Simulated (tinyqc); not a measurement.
Worked calculation: dopant redistribution at a moving silicon-oxide interface during parabolic oxidation. Computed by tinyqc, a small Python program that keeps every step. Command: `OMP_NUM_THREADS=1 python tinyqc.py 3029826 3029827 out.jsonl segox walk`. One thread of a shared host (Intel(R) Xeon(R) Processor @ 2.30GHz), about 0.01 s of CPU time with the checks. Intermediate numbers are printed to about 5 digits and carried at full precision; extremes and crossings named in words are read from the listed rows.

Uniformly doped silicon is oxidised with x_ox = sqrt(B t); the interface advances into the silicon by alpha x_ox, alpha = 0.44. The dopant does not move in the oxide, and at the interface C(silicon) = m C(oxide).

Inputs (values chosen for the exercise, modelled on boron in silicon under dry oxygen):

| quantity | value | unit |
|---|---|---|
| dopant prefactor D0 | 1 | cm^2/s |
| dopant activation energy E | 3.47 | eV |
| oxidation prefactor B0 | 806 | um^2/h |
| oxidation activation energy E_B | 1.23 | eV |
| segregation coefficient m = C(silicon)/C(oxide) | 0.4 | - |
| bulk doping C_B | 5e+16 | 1/cm^3 |
| temperature T | 925 | C |
| time t | 0.47 | h |

Constants: k_B = 8.617333262e-05 eV/K.

## Rates

D = D0 exp(-E/(k_B T)), converted with 1 cm^2/s = 3.6e11 um^2/h; B = B0 exp(-E_B/(k_B T)); s = alpha sqrt(B/(4 D)), the interface advance over 2 sqrt(D t). Temperatures in kelvin are T(C) + 273.15.

D = 9.1294e-04 um^2/h

B = 0.0054024 um^2/h

s = 0.53517

oxide thickness = 0.050390 um

diffusion length 2 sqrt(D t) = 0.041429 um

Interface and diffusion move at similar speeds. Caution: in this case the oxide is not much thicker than a typical Deal-Grove length A, so real growth is slower than parabolic. Caution: parabolic growth needs an oxide much thicker than the Deal-Grove length A, which fails for thin films and low temperatures; oxidation-enhanced or retarded diffusion is ignored.

## Interface concentration

With the dopant diffusivity D and s = alpha x_ox/(2 sqrt(D t)), in the silicon C = C_B + (C_s - C_B) erfc(y/(2 sqrt(D t)))/erfc(s), y from the original surface. Dopant balance at the interface gives C_s/C_B = 1/[1 + (1/(m alpha) - 1) g], g = sqrt(pi) s exp(s^2) erfc(s).

g = 0.56733

ratio C_s/C_B = 0.27351

C_s in the silicon = 1.3676e+16 1/cm^3

concentration in the oxide = 3.4189e+16 1/cm^3

m alpha = 0.176: the oxide takes more dopant than the consumed silicon held, so the silicon is depleted. For a very fast interface the ratio would tend to m alpha.

## Dose moved

Consumed silicon held alpha x_ox C_B; the oxide holds x_ox times the dopant concentration in the oxide; the difference is the excess in the silicon; 1 um = 1e-4 cm.

dopant in the consumed silicon = 1.1086e+11 1/cm^2

dopant in the oxide = 1.7228e+11 1/cm^2

excess in the silicon = -6.1420e+10 1/cm^2

## Profile below the interface

Depths z are counted from the present interface: y/(2 sqrt(D t)) = s + z/(2 sqrt(D t)); take z/(2 sqrt(D t)) = 0, 0.05, 0.1, 0.2, 0.3, 0.5, 0.75, 1, 1.5.

Profile:

| z/(2 sqrt(D t)) | z (um) | C/C_B |
|---|---|---|
| 0.00 | 0.000000 | 0.27351 |
| 0.05 | 0.002071 | 0.34019 |
| 0.10 | 0.004143 | 0.40307 |
| 0.20 | 0.008286 | 0.51720 |
| 0.30 | 0.012429 | 0.61575 |
| 0.50 | 0.020714 | 0.76836 |
| 0.75 | 0.031071 | 0.88817 |
| 1.00 | 0.041429 | 0.95159 |
| 1.50 | 0.062143 | 0.99353 |

## Temperature and segregation coefficient

The formulas are those given above.

C_s/C_B:

| T (C) | s | this m | m = 0.2 | m = 1/alpha | m = 10 |
|---|---|---|---|---|---|
| 850 | 1.1043 | 0.21405 | 0.10956 | 1 | 2.5382 |
| 900 | 0.6744 | 0.24998 | 0.13086 | 1 | 1.9810 |
| 950 | 0.4288 | 0.30054 | 0.16256 | 1 | 1.6237 |
| 1000 | 0.2825 | 0.36356 | 0.20513 | 1 | 1.4063 |
| 1050 | 0.1921 | 0.43485 | 0.25794 | 1 | 1.2731 |
| 1100 | 0.1343 | 0.50920 | 0.31912 | 1 | 1.1892 |
| 1150 | 0.0963 | 0.58164 | 0.38578 | 1 | 1.1347 |
| 1200 | 0.0706 | 0.64840 | 0.45448 | 1 | 1.0983 |

s falls from 1.10 to 0.0706 as T rises, because diffusion has the larger activation energy (3.47 against 1.23 eV); the ratio for this m moves from 0.214 to 0.648, towards 1. At m = 1/alpha the oxide takes exactly what the silicon held, and nothing moves. The ratio does not depend on time, since both lengths grow as sqrt(t).

Checks made by the program: excess against the integral of the profile (relative difference below 1e-10).
